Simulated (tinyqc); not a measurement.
Density of surface states from the Kelvin-probe reading.

Inverse problem. n-type bulk, xi = Ec - EF = Vt ln(Nc/Nd), p0 = ni^2/Nd, ni = sqrt(Nc Nv) exp(-Eg/(2 Vt)), Eg in volts. b is the upward band bending, u = b/Vt. Space charge per area, in units of q: Qc = sign(b) sqrt((2 eps0 eps_r Vt/q) [(Nd + dn)(exp(-u) - 1) + Nd u + (p0 + dn)(exp(u) - 1)]), with dn the excess density under light (flat quasi-Fermi levels; 0 in the dark). The states hold -Ds (E0 - xi - b): negative while the Fermi level lies above the neutrality level. Neutrality: Qc + Qf + (charge of the states) = 0. Work function chi + xi + b; contact potential difference CPD = (work function of the sample) - pt. Find b, Qc and Ds.

Parameters, values chosen for the exercise; band and dielectric values those of a made-up semiconductor:
- T = 300 K (temperature)
- Eg = 1.1 eV (band gap)
- eps_r = 16.1 (relative permittivity)
- Nc = 3.93e17 cm^-3 (conduction-band density of states at T)
- Nv = 1.17e19 cm^-3 (valence-band density of states at T)
- chi = 4.73 eV (electron affinity)
- Nd = 2.2e15 cm^-3 (donor density)
- Qf = 1.6e11 cm^-2 (fixed positive charge at the surface)
- pt = 5.19 eV (work function of the probe tip)
- E0 = 0.52 eV (depth of their neutrality level below the conduction edge)

Constants: q = 1.602176634e-19 C, kB = 1.380649e-23 J/K, Vt = kB T/q, eps0 = 8.8541878128e-14 F/cm where lengths are in cm. Results are converted to the units shown.

CPD = -154.17360 mV

Solution. The CPD gives b, b gives Qc, and neutrality gives Ds.

b = 0.172 V
Qc = 7.56e10 cm^-2
Ds = 1.10e12 cm^-2 eV^-1

tinyqc, about 0.01 s, one thread, Intel Xeon 2.30GHz (shared host): `OMP_NUM_THREADS=1 python tinyqc.py 2430162 2430163 out.jsonl`
